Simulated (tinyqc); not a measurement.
# Long-channel MOSFET, surface-potential model: what changes with what

n-channel transistor on a uniformly doped p-type body, gradual-channel approximation, constant mobility, Boltzmann statistics, full ionisation. Potentials are counted from the neutral body; V is the electron quasi-Fermi potential, Vsb at the source and Vsb + Vds at the drain. Charges are magnitudes per area.

Inputs (values chosen for the exercise); material values close to those of gallium arsenide:
- T = 300 K (temperature)
- Eg = 1.41 eV (band gap)
- eps_r = 13.1 (relative permittivity of the semiconductor)
- Nc = 4.42e17 cm^-3 (conduction-band density of states at T)
- Nv = 8.9e18 cm^-3 (valence-band density of states at T)
- Na = 3.4e15 cm^-3 (acceptor density of the body)
- eox = 23 (relative permittivity of the gate insulator)
- tox = 13 nm (insulator thickness)
- Vfb = -0.38 V (flat-band voltage)
- mu = 370 cm^2/(V s) (channel mobility)
- W = 10 um (gate width)
- L = 5 um (gate length)
- Vsb = 1 V (source-body reverse bias)
- Vds = 2 V (drain-source voltage)

Constants: q = 1.602176634e-19 C, kB = 1.380649e-23 J/K, Vt = kB T/q, eps0 = 8.8541878128e-14 F/cm where lengths are in cm. Results are converted to the units shown.

Each table varies one quantity; the others keep the values above.

## Transfer curve from weak to strong inversion

ni = sqrt(Nc Nv) exp(-Eg/(2 Vt)), Eg in volts; phiF = Vt ln(Na/ni); Cox = eps0 eox/tox; gamma = sqrt(2 q eps0 eps_r Na)/Cox. The surface potential psi at channel potential V solves Vgs + Vsb - Vfb - psi = gamma sqrt(G), G = psi - Vt + Vt exp((psi - 2 phiF - V)/Vt). Charge sheet: Qi = Cox gamma [sqrt(G) - sqrt(psi - Vt)]; I = mu (W/L) [integral of Qi dpsi from psi_0 to psi_L (drift) + Vt (Qi0 - QiL) (diffusion)], with psi_0 at V = Vsb and psi_L at V = Vsb + Vds. Pao-Sah: Qi(V) = (Cox gamma/2) integral from 3 Vt to psi of exp((u - 2 phiF - V)/Vt)/sqrt(G(u, V)) du, and I = mu (W/L) integral of Qi dV from Vsb to Vsb + Vds. Square law: VT = Vfb + 2 phiF + gamma sqrt(2 phiF + Vsb), m = 1 + gamma/(2 sqrt(2 phiF + Vsb)), I = mu Cox (W/L) [(Vgs - VT) v - m v^2/2] with v the smaller of Vds and (Vgs - VT)/m, and zero below VT. gm = dI/dVgs of the charge-sheet current.

Transfer curve from weak to strong inversion:

| Vgs (V) | I, charge sheet (uA) | I, Pao-Sah (uA) | drift share (%) | gm/I (1/V) | I, square law (uA) |
|---|---|---|---|---|---|
| 0.53 | 2.650e-6 | 2.669e-6 | 1.696e-4 | 38.09 | 0 |
| 0.66 | 3.755e-4 | 3.781e-4 | 0.02403 | 38.11 | 0 |
| 0.78 | 0.03509 | 0.03560 | 2.151 | 36.74 | 1.247 |
| 0.91 | 1.617 | 1.808 | 38.80 | 20.47 | 17.93 |
| 1.03 | 9.894 | 11.21 | 67.39 | 11.18 | 50.58 |
| 1.16 | 31.28 | 34.70 | 80.02 | 7.080 | 104.6 |
| 1.28 | 64.62 | 70.44 | 85.62 | 5.193 | 171.8 |
| 1.41 | 116.7 | 125.4 | 89.08 | 3.994 | 263.2 |
| 1.53 | 180.0 | 191.6 | 91.11 | 3.279 | 364.9 |

What does the table show?

The charge-sheet current rises from 2.65e-6 to 180 uA. In the first row gm/I is 38.1 1/V, a swing of 60.4 mV a decade, against Vt ln 10 = 59.5 mV a decade for an ideal gate; in the last it is 3.28 1/V. Drift passes half of the current at Vgs = 1.03 V among the rows listed (VT = 0.733 V). The charge sheet departs most from Pao-Sah at Vgs = 1.03 V, where it is 12 % below it. In the last row the square law is 90 % above Pao-Sah. For Vgs = 0.91 to 1.53 V the surface electron density at the source passes 0.3 Nc, where degeneracy and quantisation, left out here, matter.

## Output curve

Same model as above.

In this table Vgs = 1.03 V.

Output curve:

| Vds (V) | psi_L (V) | QiL (nC/cm^2) | I, charge sheet (uA) | I, Pao-Sah (uA) | I, square law (uA) |
|---|---|---|---|---|---|
| 0.05 | 2.303 | 114.4 | 4.638 | 5.239 | 15.73 |
| 0.1 | 2.333 | 66.97 | 7.561 | 8.582 | 28.54 |
| 0.15 | 2.356 | 30.13 | 9.105 | 10.35 | 38.42 |
| 0.21 | 2.371 | 6.373 | 9.763 | 11.07 | 46.43 |
| 0.26 | 2.375 | 1.098 | 9.873 | 11.19 | 49.89 |
| 0.31 | 2.375 | 0.1638 | 9.891 | 11.20 | 50.58 |
| 0.36 | 2.375 | 0.02378 | 9.894 | 11.21 | 50.58 |
| 0.42 | 2.375 | 0.002337 | 9.894 | 11.21 | 50.58 |
| 0.47 | 2.375 | 3.378e-4 | 9.894 | 11.21 | 50.58 |

Read the table: what changes, and by how much?

The Pao-Sah current rises from 5.24 to 11.2 uA, while the charge at the drain end falls from 114 to 3.38e-4 nC/cm^2. The current first comes within 1 % of its last value at Vds = 0.26 V among the rows listed; the square law saturates at (Vgs - VT)/m = 0.294 V. Over the last two rows psi_L moves by less than 1 mV: the drain has lost hold of the surface potential, so the current no longer grows. In the last row the charge sheet is 12 % below Pao-Sah and the square law 4.51 times it. In every row the surface electron density at the source passes 0.3 Nc, where degeneracy and quantisation, left out here, matter.

Computed by the program tinyqc: `OMP_NUM_THREADS=1 python tinyqc.py 2360088 2360089 out.jsonl`, one thread of a shared Intel Xeon 2.30GHz, about 0.04 s for the whole run.
